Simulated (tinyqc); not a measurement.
Density and mobility of a removed layer (differential Hall).

Inverse problem. For layers in parallel the sheet conductance g = 1/Rs and the product g mu_H (mu_H signed, unit Hall factors) are additive. Find the sheet density and mobility of the layer that was removed, and its share of the conductance.

Constants: q = 1.602176634e-19 C. Results are converted to the units shown.

Rs before and after removing the top layer (ohm/square): [1254.3226, 11145.552]
apparent mobility before and after, signed (cm^2/(V s)): [183.15113, -2000]

Answer. The differences give g1 = q n mu and g1 mu = q n mu^2; their ratio is mu and g1^2/(q g1 mu) is n.

sheet density = 9.600e12 cm^-2
mobility = 460.0 cm^2/(V s)
share of the conductance = 88.75 %

tinyqc, about 0.01 s, one thread, Intel Xeon 2.30GHz (shared host): `OMP_NUM_THREADS=1 python tinyqc.py 2850149 2850150 out.jsonl`
